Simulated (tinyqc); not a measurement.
Van der Pauw, Hall and four-point-probe measurements on a doped layer: correction factor against the shape of the sample.

A uniform n-type layer with sheet resistance Rs = 1/(q ns mu), point contacts, low field (mu B small).

Rs = 1/(q ns mu). For a rectangle with contacts at the corners, RA = (8 Rs/pi) sum_(k>=0) ln coth((2k + 1) pi a/(2 b)) with current along a short side b and voltage along the opposite one, RB the same with a and b exchanged. ar = a/b. F = Rs/[(pi/ln 2)(RA + RB)/2]; small-asymmetry estimate 1 - (ln 2/2) d^2 - ((ln 2)^2/4 - (ln 2)^3/12) d^4 with d = (RB - RA)/(RB + RA).

Parameters, values chosen for the exercise: sheet density of the layer ns = 2.1e12 cm^-2; drift mobility mu = 710 cm^2/(V s).

Constants: q = 1.602176634e-19 C. Results are converted to the units shown.

Correction factor against the shape of the sample:
```
ar,RA (ohm),RB (ohm),RB/RA,F,estimate of F
1,923.6,923.6,1.000,1.000,1.000
1.14,594.1,1362,2.293,0.9442,0.9444
1.29,370.6,1886,5.089,0.8185,0.8249
1.43,238.7,2409,10.09,0.6977,0.7254
1.57,153.7,2954,19.22,0.5944,0.6577
1.71,99.02,3513,35.48,0.5114,0.6167
1.86,61.81,4123,66.70,0.4415,0.5917
2,39.81,4698,118.0,0.3899,0.5787
```

RB/RA rises from 1.00 to 118 and F falls from 1.00 to 0.390. The estimate is 0.78 % above F at a/b = 1.29 and 48 % above it in the last row. RA shrinks about as exp(-pi a/b): by a factor of 1.55 between the last two rows, against 1.55.

Numbers from tinyqc (`OMP_NUM_THREADS=1 python tinyqc.py 2850120 2850121 out.jsonl`; about 0.01 s on one thread of a shared Intel Xeon 2.30GHz).
